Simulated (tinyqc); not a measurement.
Mass and degeneracy from charge and saturation current.

Inverse problem. At high drain voltage only states moving towards the drain are filled: n = (N0/2) F_0(eta), N0 = gv m kB T/(pi hbar^2), F_0(x) = ln(1 + exp x), and I = q (N0/2) vT F_(1/2)(eta) per width, vT = sqrt(2 kB T/(pi m)), F_(1/2)(x) = (2/sqrt(pi)) int_0^infinity u^(1/2)/(1 + exp(u - x)) du. Find eta and m.

Parameters, values chosen for the exercise: temperature T = 150 K; valley degeneracy gv = 4.

Constants: q = 1.602176634e-19 C, kB = 1.380649e-23 J/K, hbar = 1.054571817e-34 J s, m0 = 9.1093837015e-31 kg. Results are converted to the units shown.

n = 6.4514521e12 cm^-2
I = 1985.5669 uA/um

Solution. The mass drops out of I^2/(q^2 n) = gv (kB T)^2 F_(1/2)^2/(pi^2 hbar^2 F_0), which rises with eta and so fixes it; n then gives m.

eta = 4.930
m = 0.1210 m0

Numbers from tinyqc (`OMP_NUM_THREADS=1 python tinyqc.py 2400011 2400012 out.jsonl`; about 0.01 s on one thread of a shared Intel Xeon 2.30GHz).
